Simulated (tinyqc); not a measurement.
Tight binding, honeycomb lattice, step by step. One step of it, computed by the program tinyqc.

Problem. Levels at k. Diagonalise the Hermitian matrix.

H(k) at k (eV):
```
                     A                    B
A             0.547906  -1.306879+0.160833i
B  -1.306879-0.160833i             0.547906
```

Give: eigenvalues; weights |c|^2 of the basis functions.

Solution.

eigenvalues (eV): -0.7688  1.8646

weights |c|^2 of the basis functions:
```
   band 1  band 2
A  0.5000  0.5000
B  0.5000  0.5000
```
